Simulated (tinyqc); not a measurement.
Worked calculation: polar nitride quantum well with polarisation fields. Values are carried at full precision from step to step, so a last printed digit may differ when a step is redone from the rounded ones.

Growth along [0001]. e_par = (a_sub - a)/a, Ppz = 2 e_par (e31 - e33 C13/C33), P = Psp + Ppz in each layer; strain relaxation and the strain shift of the gaps are left out, although thick layers with more than about 1 % mismatch would relax.

Constants: hbar^2/2m0 = 3.80998211 eV angstrom^2; hc = 1239.841984 eV nm.

Parameters, chosen for this exercise (near those of a GaN well in AlN; the results hold for these values, not for the real material):
```
symbol  value    unit      meaning
a_w     3.189    angstrom  lattice constant a, well
a_b     3.112    angstrom  lattice constant a, barrier
a_sub   3.189    angstrom  in-plane lattice constant of the stack
Psp_w   -0.0327  C/m^2     spontaneous polarisation
Psp_b   -0.0901  C/m^2     spontaneous polarisation
e31_w   -0.349   C/m^2
e31_b   -0.557   C/m^2
e33_w   0.695    C/m^2
e33_b   1.553    C/m^2
C_w     0.273              C13/C33
C_b     0.294              C13/C33
Lw      22       angstrom  well width
Lb      65       angstrom  barrier width
eps_w   10.3               dielectric constant
eps_b   10.2               dielectric constant
Eg      3.44     eV        gap of the well
Vc      1.85     eV        conduction offset
Vv      0.87     eV        valence offset
me      0.2      m0        electron, well
meb     0.32     m0        electron, barrier
mh      1.25     m0        hole, everywhere
```

## Strain and polarisation

Give strain and polarisation of well and barrier; the bound sheet charge is |P_w - P_b|/e with e = 1.602176634e-19 C.

Layers:
```
layer      e_par  Ppz (C/m^2)  P (C/m^2)
well     0.00000      0.00000   -0.03270
barrier  0.02474     -0.05016   -0.14026
```

sheet charge = 6.713 x 1e13/cm^2

Of P_w - P_b = +0.1076 C/m^2 the piezoelectric part gives +0.0502 and the spontaneous part +0.0574.

## Built-in fields

In a periodic stack without free charge the potential drop over a period vanishes: F_w = (P_b - P_w) Lb/(eps0 (eps_w Lb + eps_b Lw)), F_b = -F_w Lw/Lb, eps0 = 8.8541878e-12 F/m; 1 MV/cm = 1e8 V/m = 0.01 V/angstrom.

Give both fields and the drop |F_w| Lw across the well.

F_w = -8.833 MV/cm
F_b = 2.990 MV/cm
drop = 1.943 eV

## Levels with and without the field

Envelope functions on cells of 0.25 angstrom over barrier, well, barrier (widths Lb, Lw, Lb), psi = 0 beyond, psi'/m continuous (mean mass between points), c = hbar^2/2m0. With u(z) the integral of e F (F_w in the well, F_b = -F_w Lw/Lb in the barriers, 1 MV/cm = 0.01 V/angstrom), zero at the centre of the well, the electron sees u plus Vc in the barriers and the hole -u plus Vv. The transition is Eg + E_e + E_h; excitons are left out.

Ground states of electron and hole, their centres, the squared overlap, the transition and its wavelength hc/E.

Results:
```
case            E_e (eV)  E_h (eV)  <z>_e  <z>_h  overlap^2  E (eV)     nm
no field          0.2074    0.0452    0.0    0.0      0.984  3.6927  335.8
built-in field   -0.0811   -0.4781    5.7   -8.2     0.0360  2.8808  430.4
```

The field shifts the line by -812 meV, below the gap of the well material, pulls the carriers 13.9 angstrom apart and, with the rate proportional to overlap^2, lengthens the radiative lifetime by a factor 27.3.

## Estimate from two triangular wells

For a strong field: E = Eg - |e F_w| Lw + a0 (c (e F_w)^2)^(1/3) (me^(-1/3) + mh^(-1/3)), a0 = 2.338107, hard walls, c = hbar^2/2m0, 1 MV/cm = 0.01 V/angstrom.

electron term = 1.2385 eV
hole term = 0.6724 eV
E = 3.4076 eV

Both terms lie below the drop across the well, but the estimate also takes the near wall as infinitely high. Against the grid result 2.8808 eV the estimate errs by +527 meV: +348 from the electron and +179 from the hole, since hard walls stand in for offsets of 1.85 and 0.87 eV into which the carriers leak.

## Checks

- Electron level without field against the matching condition of the square well, eV: 0.207 against 0.208.

Computed by tinyqc, a small Python program: `OMP_NUM_THREADS=1 python tinyqc.py 1281594 1281595 out.jsonl` (the numbers bound the seed that draws the inputs); one thread of a shared host (Intel(R) Xeon(R) Processor @ 2.30GHz), about 0.09 s for the whole set of steps.
